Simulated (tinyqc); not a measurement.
A short-path metal as competitor: size effects in the resistivity of thin metal films and interconnect lines. Computed by tinyqc, a small Python program. Command: `OMP_NUM_THREADS=1 python tinyqc.py 3012513 3012514 out.jsonl size walk`. One thread of a shared host (Intel(R) Xeon(R) Processor @ 2.30GHz), about 0.01 s of CPU time with the checks.

Electrons lose their drift at surfaces (a share 1 - p of the hits) and at grain boundaries (reflection R), besides bulk scattering. The line sits in a trench with a non-conducting liner on both walls and the bottom; the spacing equals the drawn width.

Inputs (values chosen for the exercise, modelled on aluminium): bulk resistivity rho_b = 2.56 microohm cm; bulk mean free path lambda = 19.5 nm; specularity p = 0; grain-boundary reflection R = 0.19; grain size over metal width = 1.9; aspect ratio (height over width) = 1.3; liner thickness t = 0.7 nm; competitor: rho_b relative to this metal = 2.9; competitor: lambda relative to this metal = 0.16; competitor: liner relative to t = 0.44.

Geometry: line.

Method:
- Fuchs-Sondheimer film: rho_b/rho = 1 - (3/(2 kappa))(1 - p) int_0^1 (s - s^3)(1 - exp(-kappa/s))/(1 - p exp(-kappa/s)) ds, f = rho/rho_b, kappa = thickness/lambda, 80 Gauss-Legendre points.
- Line: the excess of a film of thickness w_m and of a film of thickness h_m are added, rho/rho_b = 1 + (f(w_m) - 1) + (f(h_m) - 1), an estimate that holds best when both sides exceed lambda.
- Mayadas-Shatzkes: alpha = (lambda/D) R/(1 - R); rho_b/rho = 1 - 3 alpha/2 + 3 alpha^2 - 3 alpha^3 ln(1 + 1/alpha).
- w_m = w - 2t, h_m = (aspect ratio) w - t, D = (ratio) w_m; rho = rho_b [1 + surface excess + grain excess].
- Effective resistivity rho (aspect ratio) w^2/(w_m h_m) for the metal with its liner, for the same metal without liner, and for a competitor with its own rho_b, lambda and liner, and for that competitor with the liner t; p, R, aspect and grain ratios are the same.

Effective resistivity (microohm cm):
```
w (nm)  this metal  without liner  competitor  competitor, liner t
200          2.806          2.777       7.555                7.597
100          3.071          3.006       7.689                7.774
50           3.658          3.494       7.963                8.146
30           4.532          4.178       8.344                8.677
20           5.729          5.036       8.849                9.405
14           7.416          6.117       9.544               10.458
10           9.949          7.508      10.558               12.100
7           14.500          9.499      12.264               15.168
5           22.528         12.017      14.885               20.724
```

What follows from these numbers?

The competitor wins below a width between 10.0 and 7.00 nm. In narrow lines rho scales as rho_b lambda/w, and the product rho_b lambda of the competitor is 0.46 times this metal's. At the narrowest width the liner costs this metal a factor 1.87. With the same liner the competitor wins below a width between 7.00 and 5.00 nm; at the narrowest width the thinner liner lowers it from 20.7 to 14.9. Rows with w - 2t below lambda stretch the additive estimate. Metal widths below about 5 nm are outside this semiclassical model.

Extremes, crossings and ranges named in words are read from the listed rows.
